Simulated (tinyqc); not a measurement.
Inside a calculation. Model: free and trapped electrons in a MOS channel with a dense trap tail.

Program tinyqc, `OMP_NUM_THREADS=1 python tinyqc.py 2222004 2222005 out.jsonl`; Intel Xeon 2.30GHz, shared host, one thread, about 0.02 s. Printed values are rounded.

p-type body, charge-sheet picture, full ionisation (an idealisation for deep acceptors), Boltzmann statistics for free electrons. e = Ec - EF at the surface. Acceptor-like traps of density D(E) = D0 + De exp(-E/Ew) at depth E below Ec, from 0 to Eu, hold n_t = integral of D(E)/(1 + exp((e - E)/Vt)). psi = Eg - Vt ln(Nv/Na) - e; N_dep = sqrt(2 eps0 eps_r Na (psi - Vt)/q); n_f = sqrt(N_dep^2 + 2 eps0 eps_r Vt Nc exp(-e/Vt)/q) - N_dep; Vg = Vfb + psi + q (N_dep + n_t + n_f)/Cox, Cox = eps0 eox/tox.

Parameters, values chosen for the exercise; band and dielectric values close to those of 4H silicon carbide: temperature T = 400 K; band gap Eg = 3.21 eV; relative permittivity eps_r = 9.61; conduction-band density of states at T Nc = 2.59e19 cm^-3; valence-band density of states at T Nv = 3.8e19 cm^-3; relative permittivity of the insulator eox = 3.9; insulator thickness tox = 44 nm; acceptor density Na = 2.1e16 cm^-3; flat-band voltage without trapped charge Vfb = -2.89 V; constant background density of acceptor-like traps D0 = 9.9e10 cm^-2 eV^-1; density of the tail at the conduction edge De = 7.1e13 cm^-2 eV^-1; decay energy of the tail Ew = 0.13 eV; depth below Ec down to which the traps reach Eu = 0.87 eV; mobility of free electrons mf = 150 cm^2/(V s); Ec - EF at the surface e = 0.215 eV.

Constants: q = 1.602176634e-19 C, kB = 1.380649e-23 J/K, Vt = kB T/q, eps0 = 8.8541878128e-14 F/cm where lengths are in cm. Results are converted to the units shown.

## Trapped charge

Trapezoid rule on 15 equal steps from 0 to Eu, f = 1/(1 + exp((e - E)/Vt)).

```
point  E (eV)  D(E) f (cm^-2 eV^-1)
0           0           1.387186e11
1       0.058           4.740070e11
2       0.116           1.563013e12
3       0.174           4.368094e12
4       0.232           7.460960e12
5        0.29           6.939888e12
6       0.348           4.879040e12
7       0.406           3.211930e12
8       0.464           2.098074e12
9       0.522           1.379370e12
10       0.58           9.186427e11
11      0.638           6.236531e11
12      0.696           4.348242e11
13      0.754           3.139563e11
14      0.812           2.365904e11
15       0.87           1.870696e11
```

n_t = 2.033766e12 cm^-2

With 1600 steps n_t = 2.035e12 cm^-2; the coarse value is 0.048 % below it.

## Charges and gate voltage

psi, N_dep, n_f and Vg as defined, with the n_t given; free share n_f/(n_f + n_t); apparent mobility mf n_f/(n_f + n_t); gate voltage spent on traps q n_t/Cox.

psi = 2.736452 V
N_dep = 7.763307e11 cm^-2
n_f = 1.184855e10 cm^-2
Vg = 5.607458 V
free share = 0.5792171 %
apparent mobility = 0.8688257 cm^2/(V s)
gate voltage spent on traps = 4.151937 V
